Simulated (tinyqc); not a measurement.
Carrier statistics of a doped semiconductor with parabolic bands: one step. Effective densities of states. Five cases, with inputs chosen for the exercise.

Question. m_de = Mv^(2/3) (ml mt^2)^(1/3); m_dh = (mhh^(3/2) + mlh^(3/2))^(2/3); N = 2 (m kB T/(4 pi c))^(3/2) with c = hbar^2/2m0, in 1/angstrom^3; times 1e24 for 1/cm^3.

Constants: hbar^2/2m0 = 3.80998211 eV angstrom^2.

Give: m_de; m_dh; Nc; Nv.

Case 1.

Values chosen (near those of SiC; not measured data): ml = 0.337 m0 (longitudinal electron mass); mt = 0.431 m0 (transverse electron mass); Mv = 3 (equivalent valleys); mhh = 1.04 m0 (heavy-hole mass); mlh = 0.427 m0 (light-hole mass).

kT = 0.01292600 eV

Answer.

m_de = 0.8259 m0
m_dh = 1.2152 m0
Nc = 6.6595e+18 1/cm^3
Nv = 1.1885e+19 1/cm^3

The light holes supply 20.8 % of Nv, and Nc/Nv = 0.56.

Case 2.

Values chosen (near those of SiC; not measured data): ml = 0.336 m0 (longitudinal electron mass); mt = 0.425 m0 (transverse electron mass); Mv = 3 (equivalent valleys); mhh = 0.957 m0 (heavy-hole mass); mlh = 0.452 m0 (light-hole mass).

kT = 0.02154333 eV

Answer.

m_de = 0.8174 m0
m_dh = 1.1543 m0
Nc = 1.4108e+19 1/cm^3
Nv = 2.3673e+19 1/cm^3

The light holes supply 24.5 % of Nv, and Nc/Nv = 0.596.

Case 3.

Values chosen (near those of GaN; not measured data): ml = 0.201 m0 (longitudinal electron mass); mt = 0.201 m0 (transverse electron mass); Mv = 1 (equivalent valleys); mhh = 1.39 m0 (heavy-hole mass); mlh = 0.301 m0 (light-hole mass).

kT = 0.04308667 eV

Answer.

m_de = 0.2010 m0
m_dh = 1.4819 m0
Nc = 4.8656e+18 1/cm^3
Nv = 9.7401e+19 1/cm^3

The light holes supply 9.2 % of Nv, and Nc/Nv = 0.05.

Case 4.

Values chosen (near those of AlAs; not measured data): ml = 0.917 m0 (longitudinal electron mass); mt = 0.23 m0 (transverse electron mass); Mv = 3 (equivalent valleys); mhh = 0.775 m0 (heavy-hole mass); mlh = 0.152 m0 (light-hole mass).

kT = 0.00663535 eV

Answer.

m_de = 0.7586 m0
m_dh = 0.8193 m0
Nc = 2.1561e+18 1/cm^3
Nv = 2.4196e+18 1/cm^3

The light holes supply 8.0 % of Nv, and Nc/Nv = 0.891.

Case 5.

Values chosen (near those of InSb; not measured data): ml = 0.0136 m0 (longitudinal electron mass); mt = 0.0136 m0 (transverse electron mass); Mv = 1 (equivalent valleys); mhh = 0.429 m0 (heavy-hole mass); mlh = 0.015 m0 (light-hole mass).

kT = 0.00990993 eV

Answer.

m_de = 0.0136 m0
m_dh = 0.4309 m0
Nc = 9.4459e+15 1/cm^3
Nv = 1.6844e+18 1/cm^3

The light holes supply 0.6 % of Nv, and Nc/Nv = 0.00561.

Computed by tinyqc, one run a case: `OMP_NUM_THREADS=1 python tinyqc.py N N+1 out.jsonl` with N = 1652571, 1652681, 1680010, 1680016, 1680167; one thread of a shared Intel(R) Xeon(R) Processor @ 2.30GHz, about 0.01 s a run at most.
